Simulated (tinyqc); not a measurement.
Length of a polyene: Hueckel, PPP and singles CI along the polyenes. Computed by the program tinyqc. 

All-trans chains of carbon centres 1.40 angstrom apart:

| parameter | value |
|---|---|
| beta (eV), times 1 +/- alternation | -2.130000 |
| alternation | 0.050000 |
| W (eV) | 11.160000 |
| gamma_rr (eV) | 9.970000 |
| repulsion formula | MN |

Hueckel uses the same beta without repulsion; CIS keeps all single excitations and so misses the low, doubly excited 2Ag state. W is the valence ionisation energy of a centre, MN the Mataga-Nishimoto formula, f the oscillator strength.

Gaps and excitations (eV):

| centres | Hueckel gap | PPP orbital gap | bright singlet (CIS) | f | lowest triplet (CIS) |
|---|---|---|---|---|---|
| 2 | 4.473 | 9.536 | 6.927 | 0.594 | 2.019 |
| 4 | 2.886 | 7.413 | 4.936 | 0.961 | 1.252 |
| 6 | 2.163 | 6.342 | 3.994 | 1.354 | 0.907 |
| 8 | 1.753 | 5.699 | 3.436 | 1.725 | 0.720 |
| 10 | 1.491 | 5.273 | 3.066 | 2.072 | 0.606 |
| 12 | 1.309 | 4.973 | 2.805 | 2.399 | 0.531 |

The Hueckel gap tends to 4 x alternation x |beta| = 0.43 eV for long chains. Exchange opens the PPP orbital gap, and the attraction of electron and hole brings the bright state 2.17 eV below it at 12 centres; the triplet lies 2.27 eV lower still.
